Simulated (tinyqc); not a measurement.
Worked calculation: Monte Carlo simulation of one carrier in a uniform electric field. Computed by tinyqc, a small Python program that keeps every step. Command: `OMP_NUM_THREADS=1 python tinyqc.py 3000298 3000299 out.jsonl mcfl walk`. One thread of a shared host (Intel(R) Xeon(R) Processor @ 2.30GHz), about 2 s of CPU time with the checks. Intermediate numbers are printed to about 7 digits and carried at full precision; extremes and crossings named in words are read from the listed rows.

The force e F acts along +z. Flights end at the constant total rate Gamma; the part of Gamma that the real rates do not fill is self-scattering, which leaves k unchanged. One valley, no impurities and no intervalley scattering.

Inputs (values chosen for the exercise, modelled on InSb):

| quantity | value | unit |
|---|---|---|
| effective mass m | 0.0139 | m_0 |
| non-parabolicity alpha | 5.7 | 1/eV |
| static permittivity eps_s | 16.8 | - |
| high-frequency permittivity eps_inf | 15.7 | - |
| density rho | 5780 | kg/m^3 |
| sound velocity v_l | 3800 | m/s |
| acoustic deformation potential D_A | 9 | eV |
| optical phonon energy hbar w | 23.9 | meV |
| lattice temperature T | 250 | K |
| electric field F | 0.013 | kV/cm |
| energy E_max up to which Gamma must cover the rates | 0.6 | eV |
| seed of the random numbers | 95760 | - |

Crystal: polar. Band: Kane.

starting wave vector (1/nm): -0.22  -0.18  0.24

Constants: k_B = 1.380649e-23 J/K; e = 1.602176634e-19 C; hbar = 1.054571817e-34 J s; m_0 = 9.1093837015e-31 kg; hbar = 6.582119569e-16 eV s; eps_0 = 8.8541878128e-12 F/m; k_B = 8.617333262e-05 eV/K.

## Total rate Gamma

Kane band: hbar^2 k^2/(2 m) = E (1 + alpha E), speed v = hbar k/(m (1 + 2 alpha E)), states per spin, volume and energy g(E) = m k (1 + 2 alpha E)/(2 pi^2 hbar^2); overlap factors are set to 1. Masses are multiplied by m_0 and all formulas are in SI units. Phonon occupation N_q = 1/(exp(hbar w/(k_B T)) - 1). Acoustic deformation potential (elastic, equipartition, absorption and emission together): 1/tau = 2 pi k_B T D_A^2 g(E)/(hbar rho v_l^2). Polar optical, unscreened: W = e^2 w (1/eps_inf - 1/eps_s) m (1 + 2 alpha E') ln|(k + k')/(k - k')| / (4 pi eps_0 hbar^2 k), times N_q for absorption (E' = E + hbar w) and N_q + 1 for emission (E' = E - hbar w > 0), with alpha = 0 for a parabolic band; mean cosine of the angle <cos> = (k^2 + k'^2)/(2 k k') - 1/ln|(k + k')/(k - k')|. Gamma is 1.05 times the largest total rate on the grid E = (j + 1/2) E_max/400, j = 0..399.

largest total rate = 4.762045 1e12/s

energy of the largest rate = 599.25 meV

Gamma = 5.000148 1e12/s

## Flight 1

Random numbers (0.02 to 0.98, from up to 60 sets tried for early real events), one row a flight:
```
       r1      r2      r3      r4
1  0.6667  0.1704  0.2766  0.7130
2  0.0306  0.6762  0.7987  0.0410
3  0.4855  0.5425  0.0460  0.0869
4  0.6869  0.2686  0.0339  0.8548
5  0.9125  0.3547  0.4947  0.0731
6  0.3905  0.8396  0.7973  0.6263
7  0.1056  0.0641  0.3227  0.2158
```

Flight: t = -ln(r1)/Gamma; k_z grows by e F t/hbar; E follows from the band; dz = (E_end - E_start)/(e F). Use row 1 of the random numbers.

flight time t = 81.08063 fs

k at the end of the flight (1/nm): -0.2200000  -0.1800000  0.2401601

energy at the end = 184.8333 meV

displacement dz = 52.18485 nm

## Scattering event 1

Choice: with cumulative rates in the order acoustic, absorption, emission, the process is the first whose sum exceeds r2 Gamma; if none, self-scattering. Final state: E' = E, E + hbar w or E - hbar w gives k'. Isotropic processes: cos(theta) = 1 - 2 r3 from the z axis, phi = 2 pi r4, k' (sin theta cos phi, sin theta sin phi, cos theta). Polar processes: cos(b) = [1 + xi - (1 + 2 xi)^r3]/xi, xi = 2 k k'/(k - k')^2, b from the old direction n; new direction cos b n + sin b (cos phi e1 + sin phi e2), e1 = (z x n)/|z x n|, e2 = n x e1.

cumulative rates (1e12/s): acoustic 0.341667, absorption 0.887292, emission 2.226200

r2 Gamma = 0.8520252 1e12/s

Process chosen: absorption

k after event 1, the start of the next flight (1/nm): -0.2872034  -0.2112259  0.1991351

## Flight 2

Use row 2 of the random numbers.

flight time t = 697.3304 fs

k at the end of the flight (1/nm): -0.2872034  -0.2112259  0.2005124

energy at the end = 209.1794 meV

displacement dz = 343.1400 nm

## Scattering event 2

The formulas are those given above.

cumulative rates (1e12/s): acoustic 0.409101, absorption 0.963398, emission 2.350477

r2 Gamma = 3.381100 1e12/s

Process chosen: self-scattering

k after event 2, the start of the next flight (1/nm): -0.2872034  -0.2112259  0.2005124

## All printed flights

Drift estimate: sum dz / sum t.

Flights:

| flight | t (fs) | E at the end (meV) | dz (nm) | process | k_x (1/nm) | k_y (1/nm) | k_z (1/nm) |
|---|---|---|---|---|---|---|---|
| 1 | 81.0806 | 184.8333 | 52.1849 | absorption | -0.2872034 | -0.2112259 | 0.1991351 |
| 2 | 697.3304 | 209.1794 | 343.1400 | self-scattering | -0.2872034 | -0.2112259 | 0.2005124 |
| 3 | 144.5109 | 209.2721 | 71.3415 | self-scattering | -0.2872034 | -0.2112259 | 0.2007978 |
| 4 | 75.1111 | 209.3204 | 37.1118 | emission | -0.2606929 | -0.2043680 | 0.1715110 |
| 5 | 18.3129 | 185.4313 | 8.4017 | emission | -0.1107398 | -0.2497495 | 0.1963506 |
| 6 | 188.0599 | 161.6721 | 108.3048 | self-scattering | -0.1107398 | -0.2497495 | 0.1967220 |
| 7 | 449.6061 | 162.0095 | 259.5116 | absorption | -0.0797218 | -0.2281627 | 0.2851060 |

drift estimate from these flights = 532037.4 m/s

3 of the 7 flights end in self-scattering. So few flights say little about the drift velocity: the estimate is noise at this length.

## Low-field mobility from the linear Boltzmann equation

On the grid E_j = (j + 1/2) hbar w/12 up to 20 k_B T + 2 hbar w, solve (sum of rates) l(E) = v(E) + W_abs <cos> l(E + hbar w) + W_em <cos> l(E - hbar w); mu_0 = e sum g v l exp(-E/k_B T)/(3 k_B T sum g exp(-E/k_B T)).

low-field mobility mu_0 = 131673.4 cm^2/(V s)

## Long runs: velocity against field

Each row: 250 carriers from a thermal start, 1600 flights each, the first half discarded, random numbers not printed; the error is the standard error over ten groups; the mean energy is taken at the ends of flights, which sample time evenly. Fields at which more than 0.02 % of the events exceed Gamma are left out.

Monte Carlo results:

| F (kV/cm) | drift velocity (1e5 m/s) | error (1e5 m/s) | mu_0 F (1e5 m/s) | mean energy (meV) | real events (%) |
|---|---|---|---|---|---|
| 0.0032 | -0.0330 | 0.034 | 0.0421355 | 39.9 | 20.8 |
| 0.0065 | 0.0346 | 0.024 | 0.0855877 | 40.2 | 20.9 |
| 0.0130 | 0.1200 | 0.024 | 0.1711755 | 39.9 | 20.8 |
| 0.0260 | 0.2980 | 0.032 | 0.3423510 | 39.5 | 20.9 |
| 0.0520 | 0.6090 | 0.027 | 0.6847019 | 40.6 | 21.1 |

At the lowest field the drift velocity is -0.78 +/- 0.81 of the ohmic value mu_0 F, at the highest 0.89 +/- 0.04. The mean energy goes from 40 to 41 meV against the parabolic-band thermal value 3 k_B T/2 = 32 meV: the curve ends near the ohmic line. Only 21 to 21 % of the events are real; the rest is the price of a constant Gamma.

Checks made by the program: energy gained in the printed flights against e F dz (relative difference 1e-08).
